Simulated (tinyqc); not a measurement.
# Voltage drop against the pad pitch

A grid of 13 by 13 nodes with segments Rx (rows) and Ry (columns); every node draws I1 and the central node kh I1; pads with resistance Rp sit at the nodes whose row and column are multiples of the pitch, counting from 0. The drops u = Vdd - V follow from G u = i, with G the conductance matrix and i the load currents, solved directly.

Parameters, values chosen for the exercise:
- Vdd = 1 V (supply voltage)
- Rx = 0.11 ohm (resistance of a horizontal segment)
- Ry = 0.36 ohm (resistance of a vertical segment)
- Rp = 0.08 ohm (resistance from a pad node to the supply)
- kh = 5 (factor on the load at the hot node)
- I1 = 1.1 mA (load current of a node in the large grid)

Results:
```
pitch (nodes),pads,worst drop (mV),mean drop (mV),largest drop at a pad (mV),largest pad current (mA),worst drop over Vdd (%)
1,169,0.2319,0.09008,0.2319,2.898,0.02319
2,49,0.6438,0.4557,0.5216,6.520,0.06438
3,25,1.375,1.051,0.9337,11.67,0.1375
4,16,2.821,1.881,1.248,15.60,0.2821
12,4,17.22,13.92,3.806,47.58,1.722
```

Estimate the missing row, pitch = 6 nodes.

Computed row:
```
pitch (nodes),pads,worst drop (mV),mean drop (mV),largest drop at a pad (mV),largest pad current (mA),worst drop over Vdd (%)
6,9,4.802,3.997,2.616,32.70,0.4802
```

With this row back in the table: The worst drop goes from 0.232 to 17.2 mV while the number of pads falls from 169 to 4; between the last two rows it goes as pitch^(1.84). The largest drop at a pad is 100 % of the worst drop in the first row and 22.1 % in the last; the rest falls along the wires.

Numbers from tinyqc (`OMP_NUM_THREADS=1 python tinyqc.py 2770229 2770230 out.jsonl`; about 0.1 s on one thread of a shared Intel Xeon 2.30GHz).
